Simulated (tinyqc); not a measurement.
Scale length and length offset from two DIBL values.

Problem. DIBL = exp(-Le/(2 l)) + 2 exp(-Le/l) with Le = L - dL. Find l, dL and the drawn length for a DIBL of 100 mV/V.

DIBL at drawn lengths 50 and 93 nm (mV/V): 85.717738  7.6891619

Answer. With e = exp(-Le/(2 l)), 2 e^2 + e = DIBL gives e and so Le/l at each length; Le/l is a straight line in L with slope 1/l.

l = 9.40 nm
dL = 1.20 nm
length for 100 mV/V = 47.5 nm

Numbers from tinyqc (`OMP_NUM_THREADS=1 python tinyqc.py 2002082 2002083 out.jsonl`; about 0.01 s on one thread of a shared Intel Xeon 2.30GHz).
